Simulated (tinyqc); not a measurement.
## Long-channel MOSFET, surface-potential model: effect of the temperature

n-channel transistor on a uniformly doped p-type body, gradual-channel approximation, constant mobility, Boltzmann statistics, full ionisation. Potentials are counted from the neutral body; V is the electron quasi-Fermi potential, Vsb at the source and Vsb + Vds at the drain. Charges are magnitudes per area.

Nc and Nv are given at 250 K and scale as (T/250 K)^1.5; Eg, Vfb and mu are held fixed. ni = sqrt(Nc Nv) exp(-Eg/(2 Vt)), Eg in volts; phiF = Vt ln(Na/ni); Cox = eps0 eox/tox; gamma = sqrt(2 q eps0 eps_r Na)/Cox. The surface potential psi at channel potential V solves Vgs + Vsb - Vfb - psi = gamma sqrt(G), G = psi - Vt + Vt exp((psi - 2 phiF - V)/Vt). Charge sheet: Qi = Cox gamma [sqrt(G) - sqrt(psi - Vt)]; I = mu (W/L) [integral of Qi dpsi from psi_0 to psi_L (drift) + Vt (Qi0 - QiL) (diffusion)], with psi_0 at V = Vsb and psi_L at V = Vsb + Vds. VT = Vfb + 2 phiF + gamma sqrt(2 phiF + Vsb), m = 1 + gamma/(2 sqrt(2 phiF + Vsb)). The swing is 20 mV/log10[I(VT - 0.14 V)/I(VT - 0.16 V)] of the charge-sheet current at the given Vds.

Parameters, values chosen for the exercise; material values close to those of silicon: band gap Eg = 1.12 eV; relative permittivity of the semiconductor eps_r = 11.6; conduction-band density of states at the reference temperature Nc = 2.11e19 cm^-3; valence-band density of states at the reference temperature Nv = 2.02e19 cm^-3; acceptor density of the body Na = 8.1e15 cm^-3; relative permittivity of the gate insulator eox = 24.3; insulator thickness tox = 21 nm; flat-band voltage Vfb = -0.67 V; channel mobility mu = 110 cm^2/(V s); gate width W = 2 um; gate length L = 1 um; source-body reverse bias Vsb = 0.5 V; gate-source voltage Vgs = 0.17 V; drain-source voltage Vds = 0.8 V.

Constants: q = 1.602176634e-19 C, kB = 1.380649e-23 J/K, Vt = kB T/q, eps0 = 8.8541878128e-14 F/cm where lengths are in cm. Results are converted to the units shown.

The same in every row: gamma (V^0.5) = 0.05039.

Results:
```
T (K)	VT (V)	m	swing (mV/decade)	I at Vgs, Vds (uA)
220	0.2180	1.022	45.04	1.557e-4
250	0.1691	1.022	51.29	0.002458
280	0.1193	1.023	57.57	0.02117
340	0.01702	1.024	70.28	0.3121
370	-0.03523	1.024	76.73	0.6955
```

Estimate the missing row, T = 310 K.

Computed row:
```
T (K)	VT (V)	m	swing (mV/decade)	I at Vgs, Vds (uA)
310	0.06854	1.023	63.90	0.1029
```

With this row back in the table: As T goes from 220 to 370 K, VT falls from 0.218 to -0.0352 V, the swing rises from 45.0 to 76.7 mV a decade and the current rises from 1.56e-4 to 0.696 uA. The swing is 0.97 % above m Vt ln 10 in the first row and 2.0 % above it in the last. The gate voltage is below VT in 1 of the 6 rows. In every row the mobility is held fixed, though a real channel mobility changes with T and would alter the trend of the current.

Program tinyqc, `OMP_NUM_THREADS=1 python tinyqc.py 2360087 2360088 out.jsonl`; Intel Xeon 2.30GHz, shared host, one thread, about 0.04 s.
